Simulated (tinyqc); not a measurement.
Charge imbalance from the loss of breakdown voltage.

Problem. In a superjunction of pillar doping N and length Lp an imbalance dl lowers BV by q |dl| N Lp^2/(4 eps0 eps_r), as long as the field reaches through the pillar. Find |dl| and the net dose error |dl| N wp.

Inputs (values chosen for the exercise): relative permittivity of the semiconductor eps_r = 9.57; width of each pillar wp = 0.8 um.

Constants: q = 1.602176634e-19 C, eps0 = 8.8541878128e-14 F/cm where lengths are in cm. Results are converted to the units shown.

BV balanced and BV measured (V): 1400  1350.6519
N = 1.5813262e17 cm^-3
Lp = 7.1261964 um

Answer. The loss is linear in |dl|; its sign cannot be told from BV.

|dl| = 1.300 %
dose error = 1.645e11 cm^-2

Computed by the program tinyqc: `OMP_NUM_THREADS=1 python tinyqc.py 2590051 2590052 out.jsonl`, one thread of a shared Intel Xeon 2.30GHz, about 0.01 s for the whole run.
